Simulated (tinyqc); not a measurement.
Valley splitting of a silicon quantum well in envelope theory: sweeps and comparisons. A value that a table varies takes the place of the one given here.

The well lies at 0 < z < L; U(z) = V0 [1/(1 + exp(z/w)) + 1/(1 + exp((L - z)/w))] - e F z, 1 mV/nm = 1e-4 eV/angstrom. The envelope psi solves -(c/ml) psi'' + U psi = E psi, c = hbar^2/2m0, by three-point differences on a grid of 0.1 angstrom from -40 to L + 40 angstrom. The two valleys at +/- k0 couple through D = C0 times the integral of exp(-i q z) U(z) psi^2, q = 2 k0 (2 pi/a), and split by Ev = 2|D|.

Random alloy: with Y(z) = Yw + (Yb - Yw) B(z), B the bracket in U, and in-plane density exp(-r^2/ad^2)/(pi ad^2), D gains a random complex part of variance sigma^2 = (C0^2/pi)(a^2 V0/(8 ad (Yb - Yw)))^2 (4/a) times the integral of psi^4 Y (1 - Y). Alone it gives a mean splitting sqrt(pi) sigma; together with the smooth part the rms splitting is 2 sqrt(|D|^2 + sigma^2).

Constants: hbar^2/2m0 = 3.80998211 eV angstrom^2.

Inputs chosen for the exercise (near those of a strained Si well in SiGe; the results hold for these values, not for the real material):
- L = 44 angstrom (well width)
- V0 = 0.21 eV (conduction offset)
- ml = 0.917 m0 (mass along z)
- F = 11.1 mV/nm (field pressing towards the upper interface)
- k0 = 0.852 2 pi/a (valley position)
- a = 5.431 angstrom (lattice constant)
- C0 = 0.256 (Bloch overlap factor)
- Yb = 0.34 (Ge share of the barrier)
- Yw = 0.02 (Ge share of the well)
- ad = 150 angstrom (dot radius)
- ws = (0.3, 0.5, 0.9, 1.4, 2.1, 2.8, 4.8) angstrom (interface widths)
- Ls = (44, 45.4, 46.7, 48.1, 49.4, 50.8, 52.1, 53.5) angstrom (widths in steps of one atomic layer, a/4, rounded to the grid)
- F2 = 0 mV/nm (second field, zero or weak)
- w1 = 0.8 angstrom (interface width for this table)
- w = 0.7 angstrom (interface width parameter)

## Sharpness of the interface

The smooth part 2|D| and the disorder part against w, beside y/sinh(y) with y = pi q w. The 12 to 88 % width of the step is 4w.

Results:
```
w (angstrom)  4w (angstrom)  2|D| (micro-eV)  y/sinh(y)  sqrt(pi) sigma (micro-eV)
0.3                     1.2           211.61       0.59                       86.8
0.5                     2.0           105.79       0.28                       87.0
0.9                     3.6            16.90      0.042                       87.8
1.4                     5.6             1.13     0.0030                       89.2
2.1                     8.4             0.02    5.8e-05                       92.2
2.8                    11.2             0.00    1.0e-06                       96.7
4.8                    19.2             0.00    7.3e-12                      118.5
```

The smooth part needs a Fourier component of U psi^2 at a wavelength of 3.19 angstrom; from the first row to the third it falls by a factor 12.5, while y/sinh(y) falls by 14 (the envelope near the step and the phase between the two interfaces change too). The disorder part goes from 86.8 to 118.5 micro-eV, growing as the electron overlaps more alloy. It takes over between w = 0.5 and 0.9 angstrom, that is a step 2.0 to 3.6 angstrom wide, with 1.36 angstrom to an atomic layer.

## Adding atomic layers

The smooth splitting Ev = 2|D| with w = w1, at the field F2 and at F.

Results:
```
L (angstrom)  q L mod 2 pi  Ev at F2 (micro-eV)  Ev at F (micro-eV)
44.0                  5.06                 20.8                27.7
45.4                  1.54                 5.37                21.4
46.7                  4.10                 15.1                24.4
48.1                  0.58                 11.6                22.9
49.4                  3.14                 7.67                21.7
50.8                  5.90                 13.7                23.4
52.1                  2.18                0.425                20.9
53.5                  4.94                 12.5                22.7
```

At F2 the splitting swings between 0.425 and 20.8 micro-eV, a ratio of 49, as the two interfaces add with the phase q L, which advances on average by 2.68 rad a layer. At F the ratio is 1.33, where in the first row psi^2 at the upper interface is 7.11 times that at the lower one: the field unbalances the two contributions, which fills in the minima.

## What each parameter does

Orbital spacing, psi^2 at z = L, the smooth splitting and sigma; V0 is held fixed when Yw changes. Each row changes one parameter from the base and keeps the others.

Results:
```
case               E2 - E1 (meV)  psi^2(L) (1e-3/angstrom)  2|D| (micro-eV)  sigma (micro-eV)
base                       46.75                     5.766            44.58              49.3
ad = 190 angstrom          46.75                     5.766            44.58              38.9
Yw = 0.05                  46.75                     5.766            44.58              83.9
L = 50 angstrom            39.98                     5.307            37.99              47.8
V0 = 0.263 eV              48.61                     4.601            46.07              61.9
w = 0.91 angstrom          47.16                     5.584            16.06              49.5
F = 16.65 mV/nm            50.08                     7.900            56.64              51.2
k0 = 0.832 2 pi/a          46.75                     5.766            41.41              49.3
C0 = 0.307                 46.75                     5.766            53.46              59.1
```

The largest shifts from the base row, up to three for each result and ties (the steps differ in size, so this ranks the rows, not the parameters). E2 - E1 (meV): L -6.77, F +3.33, V0 +1.86; unchanged at the printed digits by ad, Yw, k0 and C0. psi^2(L) (1e-3/angstrom): F +2.134, V0 -1.165, L -0.459; unchanged at the printed digits by ad, Yw, k0 and C0. 2|D| (micro-eV): w -28.52, F +12.06, C0 +8.88; unchanged at the printed digits by ad and Yw. sigma (micro-eV): Yw +34.6, V0 +12.7, ad -10.4; unchanged at the printed digits by k0.

(tinyqc, `OMP_NUM_THREADS=1 python tinyqc.py 1281572 1281573 out.jsonl`, Intel(R) Xeon(R) Processor @ 2.30GHz, 1 thread, shared host, about 0.1 s.)
